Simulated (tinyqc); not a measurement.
Inside a calculation. Method: Hubbard ring of 5 sites. One step of it, computed by the program tinyqc.

Question. Mean-field iteration 2. H(up) = T + U n(down), H(down) = T + U n(up); fill the lowest levels; n(new) = n + mixing (n(out) - n); E = tr T (rho up + rho down) + U sum n_up n_down of the output.

one-body matrix (hopping and site energies) (eV), lower triangle:
```
           1          2          3          4         5
1  -0.800000
2  -1.980000   0.700000
3   0.000000  -1.980000  -0.740000
4   0.000000   0.000000  -1.980000   0.730000
5  -1.980000   0.000000   0.000000  -1.980000  0.030000
```

U = 8.300000 eV

electrons, up and down: 3  2

mixing = 0.500000

n(up) after iteration 1: 1 0.649344, 2 0.539968, 3 0.651288, 4 0.552694, 5 0.606706

n(down) after iteration 1: 1 0.502127, 2 0.289525, 3 0.544529, 4 0.305102, 5 0.358717

Give: levels, up; levels, down; energy; n(up) after iteration 2; n(down) after iteration 2.

Answer.

levels, up (eV): -0.6715  1.9288  2.2247  6.3939  6.6441

levels, down (eV): 0.9893  3.5440  3.9237  8.0959  8.2671

energy = -2.3557 eV

n(up) after iteration 2: 1 0.6148, 2 0.5869, 3 0.5969, 4 0.5824, 5 0.6190

n(down) after iteration 2: 1 0.5413, 2 0.2465, 3 0.5866, 4 0.2803, 5 0.3454
